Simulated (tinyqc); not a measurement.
Inversion-layer mobility, back-scattering and ballistic limit of a field-effect transistor: one step, computed by the program tinyqc.

The charge at the top of the source barrier is fixed by the gate; series resistance and short-channel effects are left out. F_j are Fermi integrals normalised to exp(eta) in the classical limit.

Task: Back-scattering. F_j(eta) = (1/Gamma(j + 1)) int_0^infinity x^j/(1 + exp(x - eta)) dx, F_0 = ln(1 + exp(eta)). Integrals over x = E/(k_B T) use 160 Gauss-Legendre points in u = sqrt(x) from 0 to sqrt(max(eta, 0) + 32). Ballistic channel: N_2D = g_v m k_B T/(pi hbar^2), U = e V_D/(k_B T); eta_F solves N_inv = (N_2D/2)[F_0(eta_F) + F_0(eta_F - U)]; v_T = sqrt(2 k_B T/(pi m)); I/W = e (N_2D/2) v_T [F_1/2(eta_F) - F_1/2(eta_F - U)]; injection velocity v_T F_1/2(eta_F)/F_0(eta_F). Mean free path lambda = (2 k_B T/e)(mu/v_T) F_0(eta_0)/F_-1/2(eta_0), with eta_0 from N_inv = N_2D F_0(eta_0); critical length l = L (1 + U)^(-a), an empirical rule; back-scattering r = l/(l + lambda). Then eta solves N_inv = (N_2D/2)[(1 + r) F_0(eta) + (1 - r) F_0(eta - U)] and I/W = e (N_2D/2) v_T (1 - r)[F_1/2(eta) - F_1/2(eta - U)]. Ballistic ratio: I over the ballistic current. Apparent mobility 1/(1/mu + 1/mu_B), mu_B = mu L/lambda.

Inputs (values chosen for the exercise, modelled on a silicon p-channel):
```
quantity,value,unit
transport mass m,0.3,m_0
valley degeneracy g_v,1,-
gate overdrive V_G - V_T,0.82,V
drain voltage V_D,0.83,V
channel length L,750,nm
exponent a of the critical length,0.63,-
temperature T,400,K
```

Statistics at the top of the barrier: Fermi-Dirac.

inversion density N_inv = 8.415841e+12 1/cm^2

effective mobility mu = 60.67951 cm^2/(V s)

Constants: m_0 = 9.1093837015e-31 kg; k_B = 1.380649e-23 J/K; hbar = 1.054571817e-34 J s; k_B = 8.617333262e-05 eV/K; e = 1.602176634e-19 C.

Give: eta_0; mean free path lambda; critical length l; back-scattering coefficient r; current I/W; ballistic ratio; apparent low-field mobility.

Result:

eta_0 = 1.794

mean free path lambda = 5.217 nm

critical length l = 98.51 nm

back-scattering coefficient r = 0.9497

current I/W = 51.58 microampere/micrometre

ballistic ratio = 0.02105

apparent low-field mobility = 60.26 cm^2/(V s)

L/lambda = 143.76, but at this drain voltage only the first 98.5 nm can return a carrier to the source, so the device works at 2 % of its ballistic limit. Caution: the current exceeds the long-channel drift law, so the empirical rule for l, meant for short channels, is too generous here.
